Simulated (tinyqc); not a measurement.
Comparisons within one model: ellipsoidal valleys in the axes of a wafer and a channel. A value that a table varies takes the place of the one given here.

Valleys with axes a along [111], [1-1-1], [-11-1] and [-1-11], one whole valley each; inverse mass tensor w = 1/mt + (1/ml - 1/mt) a a. Device axes: z = nz/|nz|, x = nx/|nx|, y = z cross x; in them a = (ax, ay, az). Confinement mass mz = 1/w_zz. In the plane w_ij is replaced by u_ij = w_ij - w_iz w_jz/w_zz (i, j = x, y); density-of-states mass md = 1/sqrt(det u); conductivity mass along x mc = 1/u_xx; ballistic transport mass mx = u_yy/det u, width mass my = 1/u_yy.

Hard walls: E_n = c (n pi/t)^2/mz, c = hbar^2/2m0, n = 1, 2, 3. Non-degenerate share of a valley proportional to md sum_n exp(-E_n/kT); mean 1/mc = sum of share/mc. 1 nm = 10 angstrom.

Constants: hbar^2/2m0 = 3.80998211 eV angstrom^2; kB = 8.617333262e-05 eV/K.

Inputs chosen for the exercise (near those of the L valleys of Ge; the results hold for these values, not for the real material): ml = 1.572 m0 (longitudinal mass); mt = 0.085 m0 (transverse mass); t = 4.9 nm (thickness of the film); T = 300 K (temperature); nz = (1, 1, 0) (surface normal (confinement)); nx = (1, -1, 0) (channel direction).

## Wafer and channel orientation

For each face/channel: the lowest ladder (mz, number of valleys, md, E1, share) and the mean conductivity mass over all valleys.

Results:
```
face/channel,mz,valleys,md,E1 (meV),share,mean mc
(113)/[1-10],0.300,1,0.195,52.2,0.880,0.0936
(110)/[001],0.230,2,0.222,68.1,0.982,0.5445
(001)/[100],0.124,4,0.302,126.2,1.000,0.1576
(110)/[1-11],0.230,2,0.222,68.1,0.982,0.1195
(100)/[011],0.124,4,0.302,126.2,1.000,0.1576
(001)/[110],0.124,4,0.302,126.2,1.000,0.1576
(111)/[1-10],1.572,1,0.085,10.0,0.978,0.0859
```

How do the results move?

The mean conductivity mass is lowest, 0.0859, for (111)/[1-10] and highest, 0.5445, for (110)/[001]; the bulk value is 0.1241. The confinement energy is lowest on the face with the heaviest mz ((111), 10 meV). The density of states of the lowest ladder, valleys times md, runs between 0.085 and 1.210; a small value limits the charge through the quantum capacitance.

## Thickness of the film

Share of the lowest ladder and mean conductivity mass.

Results:
```
t (nm),lowest E1 (meV),spread of E1 (meV),share of the lowest ladder,mean mc
2.0,408.5,697.4,1.000,0.0850
3.0,181.6,310.0,1.000,0.0850
4.0,102.1,174.4,0.998,0.0851
5.0,65.4,111.6,0.979,0.0862
7.0,33.3,56.9,0.849,0.0940
10.0,16.3,27.9,0.673,0.1071
14.0,8.3,14.2,0.588,0.1148
```

What can be read from the table?

The spread falls as 1/t^2 and passes kT = 25.9 meV between t = 10 and 14 nm; the share of the lowest ladder goes from 1.000 to 0.588 and the mean mass goes from 0.0850 to 0.1148, against 0.1241 for equal shares, the limit of a thick film (the bulk value 3/(1/ml + 2/mt) is 0.1241). Three subbands a valley become too few once E3 nears kT. In the thinnest rows E1 (409 meV) is beyond the parabolic range, and the Delta valleys can pass below.

## What each parameter does

Lowest E1, its share and the mean conductivity mass. Each row changes one parameter from the base and keeps the others.

Results:
```
case,lowest E1 (meV),share,mean mc (m0)
base,68.06,0.9820,0.0860
ml = 1.729 m0,67.46,0.9823,0.0860
mt = 0.077 m0,74.44,0.9889,0.0775
t = 5.39 nm,56.25,0.9615,0.0871
T = 270 K,68.06,0.9890,0.0856
```

What can be read from the table?

The largest shifts from the base row, up to three for each result and ties (the steps differ in size, so this ranks the rows, not the parameters). lowest E1 (meV): t -11.81, mt +6.38, ml -0.60; unchanged at the printed digits by T. share: t -0.0205, T +0.0070, mt +0.0069. mean mc (m0): mt -0.0084, t +0.0011, T -0.0004; unchanged at the printed digits by ml.

Computed by tinyqc, a small Python program: `OMP_NUM_THREADS=1 python tinyqc.py 1880449 1880450 out.jsonl` (the numbers bound the seed that draws the inputs); one thread of a shared host (Intel(R) Xeon(R) Processor @ 2.30GHz), about 0.01 s for the whole set of steps.
